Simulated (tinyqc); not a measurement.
## Gap voltage and exponent from three temperatures

Problem. At constant current VBE(T) = Vg0 - a T - eta (kB T/q) ln T, where a is a constant. Find Vg0, eta and dVBE/dT at the middle temperature.

Constants: q = 1.602176634e-19 C, kB = 1.380649e-23 J/K. Results are converted to the units shown.

T (K): [273, 360, 390]
VBE at a constant current (V): [0.8881351639, 0.7535893920, 0.7054996768]

Answer. The relation is linear in Vg0, a and eta, so three points give a linear system; the slope is (VBE - Vg0 - eta kB T/q)/T. eta rests on the curvature of VBE(T) alone, so real fits need accuracy of some tens of microvolts or better.

Vg0 = 1.21 V
eta = 3.80
dVBE/dT = -1.59 mV/K

Computed by the program tinyqc: `OMP_NUM_THREADS=1 python tinyqc.py 2062031 2062032 out.jsonl`, one thread of a shared Intel Xeon 2.30GHz, about 0.02 s for the whole run.
